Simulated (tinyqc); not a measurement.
# Long-channel MOSFET, surface-potential model: two studies

n-channel transistor on a uniformly doped p-type body, gradual-channel approximation, constant mobility, Boltzmann statistics, full ionisation. Potentials are counted from the neutral body; V is the electron quasi-Fermi potential, Vsb at the source and Vsb + Vds at the drain. Charges are magnitudes per area.

Values chosen for this exercise; material values close to those of silicon: temperature T = 250 K; band gap Eg = 1.12 eV; relative permittivity of the semiconductor eps_r = 11.6; conduction-band density of states at T Nc = 2.11e19 cm^-3; valence-band density of states at T Nv = 2.02e19 cm^-3; acceptor density of the body Na = 8.1e15 cm^-3; relative permittivity of the gate insulator eox = 24.3; insulator thickness tox = 21 nm; flat-band voltage Vfb = -0.67 V; channel mobility mu = 110 cm^2/(V s); gate width W = 2 um; gate length L = 1 um; source-body reverse bias Vsb = 0.5 V; drain-source voltage Vds = 0.8 V.

Constants: q = 1.602176634e-19 C, kB = 1.380649e-23 J/K, Vt = kB T/q, eps0 = 8.8541878128e-14 F/cm where lengths are in cm. Results are converted to the units shown.

Each table varies one quantity; the others keep the values above.

## Transfer curve from weak to strong inversion

ni = sqrt(Nc Nv) exp(-Eg/(2 Vt)), Eg in volts; phiF = Vt ln(Na/ni); Cox = eps0 eox/tox; gamma = sqrt(2 q eps0 eps_r Na)/Cox. The surface potential psi at channel potential V solves Vgs + Vsb - Vfb - psi = gamma sqrt(G), G = psi - Vt + Vt exp((psi - 2 phiF - V)/Vt). Charge sheet: Qi = Cox gamma [sqrt(G) - sqrt(psi - Vt)]; I = mu (W/L) [integral of Qi dpsi from psi_0 to psi_L (drift) + Vt (Qi0 - QiL) (diffusion)], with psi_0 at V = Vsb and psi_L at V = Vsb + Vds. Pao-Sah: Qi(V) = (Cox gamma/2) integral from 3 Vt to psi of exp((u - 2 phiF - V)/Vt)/sqrt(G(u, V)) du, and I = mu (W/L) integral of Qi dV from Vsb to Vsb + Vds. Square law: VT = Vfb + 2 phiF + gamma sqrt(2 phiF + Vsb), m = 1 + gamma/(2 sqrt(2 phiF + Vsb)), I = mu Cox (W/L) [(Vgs - VT) v - m v^2/2] with v the smaller of Vds and (Vgs - VT)/m, and zero below VT. gm = dI/dVgs of the charge-sheet current.

Transfer curve from weak to strong inversion:
```
Vgs (V),"I, charge sheet (uA)","I, Pao-Sah (uA)",drift share (%),gm/I (1/V),"I, square law (uA)"
-0.03,3.120e-7,3.153e-7,1.456e-4,44.85,0
0.1,1.070e-4,1.080e-4,0.04994,44.93,0
0.22,0.02092,0.02140,8.237,40.26,0.2855
0.34,0.6323,0.6854,56.36,18.15,3.219
0.47,3.400,3.676,77.88,9.394,9.981
0.59,8.527,9.116,85.38,6.311,19.53
0.72,17.15,18.15,89.45,4.608,33.46
0.84,28.07,29.48,91.65,3.672,49.62
0.97,43.19,45.09,93.22,3.002,70.71
```

The charge-sheet current rises from 3.12e-7 to 43.2 uA. In the first row gm/I is 44.9 1/V, a swing of 51.3 mV a decade, against Vt ln 10 = 49.6 mV a decade for an ideal gate; in the last it is 3.00 1/V. Drift passes half of the current at Vgs = 0.34 V among the rows listed (VT = 0.169 V). The charge sheet departs most from Pao-Sah at Vgs = 0.34 V, where it is 7.7 % below it. In the last row the square law is 57 % above Pao-Sah. For Vgs = 0.59 to 0.97 V the surface electron density at the source passes 0.3 Nc, where degeneracy and quantisation, left out here, matter.

## Output curve

Same model as above.

In this table Vgs = 0.47 V.

Output curve:
```
Vds (V),psi_L (V),QiL (nC/cm^2),"I, charge sheet (uA)","I, Pao-Sah (uA)","I, square law (uA)"
0.05,1.465,116.8,1.413,1.521,3.103
0.1,1.503,77.52,2.400,2.592,5.630
0.15,1.536,42.71,3.005,3.252,7.581
0.21,1.565,12.29,3.326,3.599,9.161
0.26,1.575,2.045,3.390,3.666,9.845
0.31,1.577,0.2207,3.399,3.675,9.981
0.36,1.577,0.02189,3.400,3.676,9.981
0.42,1.577,0.001353,3.400,3.676,9.981
0.47,1.577,1.328e-4,3.400,3.676,9.981
```

The Pao-Sah current rises from 1.52 to 3.68 uA, while the charge at the drain end falls from 117 to 1.33e-4 nC/cm^2. The current first comes within 1 % of its last value at Vds = 0.26 V among the rows listed; the square law saturates at (Vgs - VT)/m = 0.294 V. Over the last two rows psi_L moves by less than 1 mV: the drain has lost hold of the surface potential, so the current no longer grows. In the last row the charge sheet is 7.5 % below Pao-Sah and the square law 2.72 times it.

Computed by the program tinyqc: `OMP_NUM_THREADS=1 python tinyqc.py 2360087 2360088 out.jsonl`, one thread of a shared Intel Xeon 2.30GHz, about 0.04 s for the whole run.
